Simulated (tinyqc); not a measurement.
Comparisons within one model: heavy doping: gap narrowing, degeneracy and the minority density. A value that a table varies takes the place of the one given here.

F_j(eta) = (1/Gamma(j + 1)) integral_0^infinity x^j dx/(1 + exp(x - eta)), which tends to exp(eta) for eta << 0.

Empirical narrowing (Slotboom form, constants chosen for the exercise; published fits of this form give the apparent narrowing, here it is taken as the true one): dEg = E0 [ln(N/N0) + sqrt(ln(N/N0)^2 + C)].

Majority: N = Nc F_1/2(eta), eta the distance of EF beyond the majority band edge in kT. Degeneracy factor gam = F_1/2(eta)/exp(eta). ni0^2 = Nc Nv exp(-Eg/kT); product n p = ni0^2 gam exp(dEg/kT), dEg the true narrowing; apparent narrowing dEa = dEg + kT ln gam; minority density = n p/N.

Bipolar transistor with N as emitter doping: beta = K (N/NB) exp((dEa_B + dG - dEa_E)/kT), dEa_E = dEg(N) + kT ln gam, dEa_B = dEg(NB). For the sweep in T, Nc is scaled as (T/T0)^(3/2) from its value at T0 = T.

Constants: kB = 8.617333262e-05 eV/K.

Parameters, chosen for this exercise (gap and densities of states near those of Si at this temperature; narrowing constants near the fits for Si; shifted at random, so the results belong to these values and not to a real crystal):
- Eg = 1.105 eV (gap)
- Nc = 3.49e+19 1/cm^3 (conduction-band density of states)
- Nv = 1.4e+19 1/cm^3 (valence-band density of states)
- T = 350 K
- E0 = 7.44 meV (narrowing scale)
- N0 = 8.3e+16 1/cm^3 (onset density)
- C = 0.5 (smoothing constant)
- N = 3.5e+18 1/cm^3 (ionised donors, equal to the majority density)
- NB = 7e+17 1/cm^3 (base doping)
- K = 4 (ratio (D_B W_E)/(D_E W_B))
- dG = 0 meV (extra narrowing of the base by alloying)

## Narrowing against degeneracy

N takes the values listed; the last column is N over the factor gam exp(dEg/kT), the doping that a simple model would need to give the same minority density.

Results:

| N (1/cm^3) | eta | gam | dEg (meV) | dEa (meV) | minority (1/cm^3) | effective doping (1/cm^3) |
|---|---|---|---|---|---|---|
| 1.0e+17 | -5.85 | 0.999 | 6.8 | 6.8 | 7.51e+05 | 7.98e+16 |
| 3.0e+17 | -4.75 | 0.997 | 20.5 | 20.4 | 3.93e+05 | 1.53e+17 |
| 1.0e+18 | -3.54 | 0.990 | 37.8 | 37.5 | 2.08e+05 | 2.89e+17 |
| 3.0e+18 | -2.42 | 0.970 | 53.9 | 53.0 | 1.16e+05 | 5.18e+17 |
| 1.0e+19 | -1.15 | 0.904 | 71.7 | 68.6 | 5.83e+04 | 1.03e+18 |
| 3.0e+19 | 0.15 | 0.741 | 88.0 | 78.9 | 2.73e+04 | 2.19e+18 |
| 1.0e+20 | 2.03 | 0.377 | 105.8 | 76.4 | 7.55e+03 | 7.94e+18 |
| 3.0e+20 | 4.90 | 0.0641 | 122.1 | 39.3 | 734 | 8.16e+19 |
| 7.0e+20 | 8.83 | 0.00293 | 134.7 | -41.2 | 21.9 | 2.74e+21 |

dEg grows steadily to 134.7 meV, while the apparent value peaks at 78.9 meV for N = 3e+19 and falls to -41.2 meV as the Fermi level enters the band (a negative value is not met in measurements: parabolic bands with a fixed mass overstate the filling). N grows by a factor 30 from the third to the sixth row and the effective doping by 7.6: net of degeneracy, narrowing takes away 75 % of the factor gained by heavier doping.

## Current gain against temperature

Gain:

| T (K) | beta | beta with dG = 0 | without narrowing |
|---|---|---|---|
| 150 | 3.66 | 3.66 | 20.0 |
| 200 | 5.52 | 5.52 | 20.0 |
| 250 | 7.09 | 7.09 | 20.0 |
| 300 | 8.40 | 8.40 | 20.0 |
| 350 | 9.48 | 9.48 | 20.0 |
| 400 | 10.4 | 10.4 | 20.0 |
| 450 | 11.2 | 11.2 | 20.0 |

dEa_B + dG - dEa_E at T0 = -22.5 meV

beta is 3.66 at 150 K and 11.2 at 450 K, since the net exponent is negative: the emitter has the larger apparent narrowing. At 300 K narrowing and degeneracy change the gain by a factor 0.42.

## What moves the minority density and the gain

All results formed anew. Each row changes one parameter from the base and keeps the others.

Results:

| case | dEg (meV) | dEa (meV) | minority (1/cm^3) | beta |
|---|---|---|---|---|
| base | 56.17 | 55.10 | 1.06e+05 | 9.48 |
| N = 7e+18 1/cm^3 | 66.41 | 64.27 | 7.21e+04 | 14.0 |
| E0 = 8.928 meV | 67.40 | 66.33 | 1.54e+05 | 8.11 |
| N0 = 1.66e+17 1/cm^3 | 45.96 | 44.90 | 7.59e+04 | 9.56 |
| Eg = 1.125 eV | 56.17 | 55.10 | 5.48e+04 | 9.48 |
| Nc = 4.54e+19 1/cm^3 | 56.17 | 55.35 | 1.40e+05 | 9.40 |
| NB = 1.4e+18 1/cm^3 | 56.17 | 55.10 | 1.06e+05 | 6.63 |

The largest shifts from the base row, up to three for each result and ties (the steps differ in size, so this ranks the rows, not the parameters). dEg (meV): E0 +11.23, N +10.24, N0 -10.20; unchanged at the printed digits by Eg, Nc and NB. dEa (meV): E0 +11.23, N0 -10.20, N +9.17; unchanged at the printed digits by Eg and NB. minority (1/cm^3): Eg -5.16e+04, E0 +4.80e+04, N -3.43e+04; unchanged at the printed digits by NB. beta: N +4.51, NB -2.85, E0 -1.37; unchanged at the printed digits by Eg.

Computed by tinyqc, a small Python program: `OMP_NUM_THREADS=1 python tinyqc.py 1682170 1682171 out.jsonl` (the numbers bound the seed that draws the inputs); one thread of a shared host (Intel(R) Xeon(R) Processor @ 2.30GHz), about 0.01 s for the whole set of steps.
